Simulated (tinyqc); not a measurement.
CMOS latch-up, two-transistor model: one step of the calculation.

A parasitic pnp (emitter at Vdd, base shunted by Rw) and npn (emitter at ground, base shunted by Rs) feed each other: the npn collector current flows out of the pnp base node, the pnp collector current into the npn base node. Forward-active transistors with constant gains: Icn = Isn exp(Vn/Vt), Icp = Isp (exp(Vp/Vt) - 1). A current Ii is injected into the npn base node.

Question. Response to the injected current, once round the loop per iteration. Icn = Isn exp(Vn/Vt); Vp solves Vp/Rw + Icp/bp = Icn; Vn(new) solves Vn/Rs + (Isn/bn) exp(Vn/Vt) = Icp + Ii.

Parameters, values chosen for the exercise; values close to those of bulk CMOS:
```
symbol    value  unit                                meaning
T           293     K                            temperature
bn         12.9                      current gain of the npn
bp          3.5                      current gain of the pnp
Isn     2.2e-15     A     saturation current of the npn at T
Isp     9.3e-16     A     saturation current of the pnp at T
Rs          280   ohm  substrate resistance shunting the npn
Rw         1700   ohm       well resistance shunting the pnp
Ii         2.42    mA    current injected into the substrate
```

Constants: q = 1.602176634e-19 C, kB = 1.380649e-23 J/K, Vt = kB T/q. Results are converted to the units shown.

Vn after iteration 1 = 0.66466762 V

Find: Icn; Vp; Icp; Vn after iteration 2.

Answer.

Icn = 0.59581 mA
Vp = 0.68923 V
Icp = 0.66634 mA
Vn after iteration 2 = 0.72471 V

tinyqc, about 0.06 s, one thread, Intel Xeon 2.30GHz (shared host): `OMP_NUM_THREADS=1 python tinyqc.py 2670026 2670027 out.jsonl`
